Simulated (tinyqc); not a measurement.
# Well width from the intersubband spacing

Question. In an empty well of width L and depth Vb, level k solves kw L/2 = (k - 1) pi/2 + arctan(sqrt((mw/mb)(Vb - E)/E)) with kw = sqrt(mw E/C), C = hbar^2/(2 m0). Find L, E1 and E2 from the spacing.

Parameters, values chosen for the exercise; material values close to those of GaAs in InGaP: mass along z in the well mw = 0.0663 m0; mass along z in the barriers mb = 0.092 m0; barrier height Vb = 0.149 eV.

Constants: q = 1.602176634e-19 C, hbar = 1.054571817e-34 J s, m0 = 9.1093837015e-31 kg, hbar^2/(2 m0) = 0.0380998212 eV nm^2. Results are converted to the units shown.

E2 - E1 = 30.496878 meV

Solution. Both levels are solved for trial widths until their difference matches. A second level is bound only for L above 6.17 nm, and over that range one width gives this spacing.

L = 18.9 nm
E1 = 10.2 meV
E2 = 40.7 meV

Numbers from tinyqc (`OMP_NUM_THREADS=1 python tinyqc.py 2140118 2140119 out.jsonl`; about 0.5 s on one thread of a shared Intel Xeon 2.30GHz).
